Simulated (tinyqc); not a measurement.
# Tunnelling through a two-layer gate stack, WKB transmission and Tsu-Esaki current, step by step

Program tinyqc, `OMP_NUM_THREADS=1 python tinyqc.py 2540072 2540073 out.jsonl`; Intel Xeon 2.30GHz, shared host, one thread, about 0.04 s. Printed values are rounded.

Electrons leave the emitter at x = 0. Energies E (motion across the layers) are in eV from the emitter Fermi level; the collector Fermi level lies at -V and offers states at every E. No charge in the dielectric and no image force: F1 = V/(t1 + t2 eps1/eps2), F2 = F1 eps1/eps2; U = phi1 - F1 x in layer 1 and phi2 - F1 t1 - F2 (x - t1) in layer 2. With C = hbar^2/(2 m0), kappa = sqrt(m (U - E)/C) where U > E and 0 elsewhere; T(E) = exp(-S), S = 2 times the integral of kappa over x.

Parameters, values chosen for the exercise; layer 1 close to silicon nitride, layer 2 close to hafnium oxide: temperature T = 300 K; Fermi energy of the emitter above its band bottom Ef = 0.31 eV; emitter mass in the supply function me = 0.21 m0; barrier of layer 1 above the emitter Fermi level at zero bias phi1 = 2.06 eV; tunnelling mass of layer 1 m1 = 0.48 m0; thickness of layer 1 t1 = 0.9 nm; relative permittivity of layer 1 eps1 = 7.43; barrier of layer 2 at zero bias phi2 = 1.57 eV; tunnelling mass of layer 2 m2 = 0.19 m0; thickness of layer 2 t2 = 1.5 nm; relative permittivity of layer 2 eps2 = 22.2; voltage across the dielectric V = 1.3 V; energy of the electron followed E = 0 eV; cells in each layer nc = 6; lower end of the energy grid Ea = -0.31 eV; upper end of the energy grid Eb = 0.29 eV; points of the energy grid nE = 15.

Constants: q = 1.602176634e-19 C, kB = 1.380649e-23 J/K, hbar = 1.054571817e-34 J s, m0 = 9.1093837015e-31 kg, Vt = kB T/q, hbar^2/(2 m0) = 0.0380998212 eV nm^2. Results are converted to the units shown.

## Fields and band edges

F1 = V/(t1 + t2 eps1/eps2), F2 = F1 eps1/eps2; U = phi1 - F1 x in layer 1 and phi2 - F1 t1 - F2 (x - t1) in layer 2. EOT = 3.9 (t1/eps1 + t2/eps2).

F1 = 9.27229 MV/cm
F2 = 3.10329 MV/cm
U at the end of layer 1 = 1.22549 eV
U at the start of layer 2 = 0.735494 eV
U at the end of layer 2 = 0.27 eV
EOT = 0.735923 nm

## WKB exponent by the midpoint rule

Cut each layer into nc equal cells, take U and kappa at the cell centres, and sum S = 2 sum kappa h.

| cell | x (nm) | U (eV) | kappa (1/nm) |
|---|---|---|---|
| 0 | 0.07500 | 1.99046 | 5.00767 |
| 1 | 0.22500 | 1.85137 | 4.82954 |
| 2 | 0.37500 | 1.71229 | 4.64459 |
| 3 | 0.52500 | 1.57320 | 4.45197 |
| 4 | 0.67500 | 1.43412 | 4.25062 |
| 5 | 0.82500 | 1.29504 | 4.03924 |
| 6 | 1.02500 | 0.69670 | 1.86397 |
| 7 | 1.27500 | 0.61912 | 1.75713 |
| 8 | 1.52500 | 0.54154 | 1.64335 |
| 9 | 1.77500 | 0.46396 | 1.52109 |
| 10 | 2.02500 | 0.38637 | 1.38809 |
| 11 | 2.27500 | 0.30879 | 1.24093 |

S = 12.8744
T(E) = 2.56291e-6

## WKB exponent in closed form

Each layer adds (2/F) sqrt(m/C) [G(u at its left edge) - G(u at its right edge)] to S, with u = U - E (0 where negative) and G(u) = (2/3) u^1.5. The slope follows from 1/d = -dS/dE.

S = 12.8724
T(E) = 2.56804e-6
energy d over which T(E) grows by a factor e = 0.13555 eV

The midpoint rule gives S = 12.874, so its T(E) is 0.20 % below this value. The band edge stays above E through the whole stack: direct tunnelling through a trapezoid.

## Current density on a coarse energy grid

J = J0 times the integral of T(E) N(E) dE, N = ln[(1 + exp(-E/Vt))/(1 + exp((-E - V)/Vt))], J0 = q^2 me m0 kB T/(2 pi^2 hbar^3) (times 1e-4 for A/cm^2 per eV), by Simpson's rule on nE equally spaced points from Ea to Eb.

| point | E (eV) | T(E) | N | T(E) N |
|---|---|---|---|---|
| 0 | -0.310000 | 3.28215e-7 | 11.9913 | 3.93574e-6 |
| 1 | -0.267143 | 4.26659e-7 | 10.3336 | 4.40891e-6 |
| 2 | -0.224286 | 5.57960e-7 | 8.67593 | 4.84082e-6 |
| 3 | -0.181429 | 7.34428e-7 | 7.01887 | 5.15485e-6 |
| 4 | -0.138571 | 9.73606e-7 | 5.36487 | 5.22327e-6 |
| 5 | -0.095714 | 1.30082e-6 | 3.72676 | 4.84785e-6 |
| 6 | -0.052857 | 1.75321e-6 | 2.16632 | 3.79801e-6 |
| 7 | -0.010000 | 2.38614e-6 | 0.905144 | 2.15980e-6 |
| 8 | 0.032857 | 3.28395e-6 | 0.247297 | 8.12111e-7 |
| 9 | 0.075714 | 4.57839e-6 | 0.0520831 | 2.38457e-7 |
| 10 | 0.118571 | 6.48190e-6 | 0.0101364 | 6.57033e-8 |
| 11 | 0.161429 | 9.35232e-6 | 0.00193954 | 1.81392e-8 |
| 12 | 0.204286 | 1.38325e-5 | 3.69888e-4 | 5.11648e-9 |
| 13 | 0.247143 | 2.12257e-5 | 7.04965e-5 | 1.49634e-9 |
| 14 | 0.290000 | 3.52226e-5 | 1.34342e-5 | 4.73188e-10 |

J0 = 8.78568e7 A/(cm^2 eV)
J = 126.444 A/cm^2

The integrand peaks at E = -0.139 eV among these points. A converged quadrature from -Ef to above the barrier gives 126.4 A/cm^2; this grid is within 0.01 % of that.
